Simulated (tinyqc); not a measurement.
Comparisons within one model: thin (001) film in sp3s* tight binding with raised dangling bonds. A value that a table varies takes the place of the one given here.

Planes alternate anion (a), cation (c) along [001], a/4 apart, starting with an anion; zero in-plane momentum; levels counted from the bulk Ev, the lower root of [[Epa, Vxx], [Vxx, Epc]]; no spin-orbit coupling. Block of s, pz, s*: from an anion to the cation above, Vss/2 (s,s), Vsapc/2 (s,z), -Vscpa/2 (z,s), Vxx/2 (z,z), Vxapc/2 (s*,z), -Vpaxc/2 (z,s*); to the cation below the same with the s-z and s*-z signs reversed. Block of u = (px + py)/sqrt2 and v = (px - py)/sqrt2: to the cation above (Vxx + Vxy)/2 for u and (Vxx - Vxy)/2 for v, to the cation below the reverse. Each surface atom has two dangling sp3 hybrids; raising both by dl adds (dl/2) [[1, t], [t, 1]] to its s, pz levels (t = -1 at the bottom face, +1 at the top) and dl to the one of u, v in whose plane the missing bonds lie (v for a bottom anion or a top cation, u for a top anion).

Parameters, chosen for this exercise (near a published set for GaAs, fitted to gaps, whose masses and valley positions are rough; shifted at random, so the results belong to these values and not to a real crystal):
- p = (-8.32, 1.037, -2.651, 3.657, 8.607, 6.763, -6.465, 1.95, 5.064, 4.482, 5.801, 4.843, 4.799) eV (order Esa, Epa, Esc, Epc, Exa, Exc, Vss, Vxx, Vxy, Vsapc, Vscpa, Vxapc, Vpaxc)
- Nw = 31 (planes in the thicker film)
- a = 5.648 angstrom (lattice constant)
- dp = 30 eV (value of dl for the passivated films)
- Ns = (8, 10, 15, 21, 29, 32, 43, 71) (numbers of planes)

## States in the gap of a film

edges (eV): Gamma 1.57575, Delta 2.03318

Levels between 0 and the lower bulk edge, the largest weight on the two outer planes of both faces among them, and the nearest levels outside, for several shifts dl.

Film of Nw planes:
```
dl (eV)  levels in the gap              at (eV)  surface weight  next above (eV)  next below (eV)
0                        3  0.070, 1.039, 1.039            0.80           1.7135          -0.0442
1                        2         0.147, 0.224            0.42           1.7244          -0.0428
2                        2         0.423, 0.467            0.48           1.7393          -0.0421
3                        2         0.732, 0.765            0.50           1.7606          -0.0418
5                        2         1.251, 1.299            0.44           1.8322          -0.0413
10                       0                    -               -           1.5760          -0.0409
30                       0                    -               -           1.6387          -0.0405
100                      0                    -               -           1.6497          -0.0404
```

Can the levels of the bare film be read as confined subbands?

No: with bare surfaces (dl = 0) 3 levels lie in the bulk gap, with up to 80 % of the weight on the four outer planes, two a face, where an even spread gives 13 %; these are dangling-bond states, not subbands. The reruns show the bulk gap clear from dl = 10 eV on, and at dl = 30 eV the next level above lies -11.1 meV from its value at 100 eV. At dl = 10 eV the next level above is more than 20 meV from its value at 100 eV, so the surface still acts on it.

## Gap against thickness

Passivated films (finite dp, so levels can still be some meV from their limit), thickness N a/4. Highest level below mid-gap (either block) and the two lowest above it. The exponents are -d ln(shift)/d ln N between the sixth and the last film, for the valence level and for the lowest conduction level.

Levels (eV):
```
N   thickness (angstrom)      Ev1     Ec1     Ec2     gap
8                  11.30  -0.3277  1.9118  2.2434  2.2395
10                 14.12  -0.2398  1.8442  2.1608  2.0841
15                 21.18  -0.1460  1.7318  2.0826  1.8778
21                 29.65  -0.0817  1.6798  2.0161  1.7615
29                 40.95  -0.0458  1.6445  1.8640  1.6903
32                 45.18  -0.0359  1.6412  1.8363  1.6771
43                 60.72  -0.0220  1.6157  1.7396  1.6377
71                100.25  -0.0085  1.5945  1.6511  1.6030
```

exponents: valence 1.81, conduction 1.57

The gap is 2.239 eV at 11.3 angstrom and 1.603 eV at 100.3, against 1.576 eV in the bulk along this line. At 21 planes the conduction side gives 104 meV of the widening and the valence side 82 meV. A hard-walled parabolic band has exponent 2; departures come from the offset between N a/4 and the effective width, from non-parabolicity and from the termination (odd and even N end differently: in the direction of the bond rows at the two faces and, in a compound, in the kind of atom), which also makes single steps in N uneven. Ec1 is the Gamma subband.

## What each change does

A film of Nw planes with shift dp: highest level below mid-gap (half the lower bulk edge) and the two lowest above. Each row changes one parameter from the base and keeps the others.

Results:
```
case        Ev1 (eV)  Ec1 (eV)  Ec2 (eV)
base         -0.0405    1.6387    1.8386
Nw = 33      -0.0361    1.6336    1.8165
dp = 60 eV   -0.0404    1.6469    1.8554
```

The largest shifts from the base row, up to three for each result and ties (the steps differ in size, so this ranks the rows, not the parameters). Ev1 (eV): Nw +0.0044, dp +0.0001. Ec1 (eV): dp +0.0082, Nw -0.0051. Ec2 (eV): Nw -0.0221, dp +0.0168. An odd change of Nw also changes which atoms end the film, so levels need not move as thickness alone would move them; the row for dp shows how far the passivation is from converged.

Computed by tinyqc, a small Python program: `OMP_NUM_THREADS=1 python tinyqc.py 1482434 1482435 out.jsonl` (the numbers bound the seed that draws the inputs); one thread of a shared host (Intel(R) Xeon(R) Processor @ 2.30GHz), about 0.4 s for the whole set of steps.
